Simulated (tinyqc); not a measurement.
Worked calculation: RHF in the 6-31g basis, for He, spin multiplicity 1. One step of it, computed by the program tinyqc.

Task: Iteration 2: building the Fock matrix. J_ij = sum D_kl (ij|kl), K_ij = sum D_kl (ik|jl); F = H + J - 0.5 K; E = tr D H + tr D J / 2 - 0.25 tr D K + E_nn.

D after iteration 1:
```
          1He 1s    1He 2s
1He 1s  0.737498  0.604614
1He 2s  0.604614  0.495673
```

core Hamiltonian H = T + V (hartree):
```
           1He 1s     1He 2s
1He 1s  -1.879626  -1.546409
1He 2s  -1.546409  -1.295190
```

Two-electron integrals (ij|kl) in chemists' order, unique and non-zero (hartree):
```
(11|11) 1.543936   (21|11) 0.785447   (21|21) 0.427025   (22|11) 0.803952
(22|21) 0.476190   (22|22) 0.615938
```

nuclear repulsion = 0 hartree

Give: Coulomb J; exchange K; Fock matrix F; total energy of this density.

Result:

Coulomb J (hartree):
```
        1He 1s  1He 2s
1He 1s  2.4869  1.3317
1He 2s  1.3317  1.4740
```

exchange K (hartree):
```
        1He 1s  1He 2s
1He 1s  2.3001  1.5596
1He 2s  1.5596  1.1961
```

Fock matrix F (hartree):
```
         1He 1s   1He 2s
1He 1s  -0.5427  -0.9945
1He 2s  -0.9945  -0.4192
```

total energy of this density = -2.854412 hartree
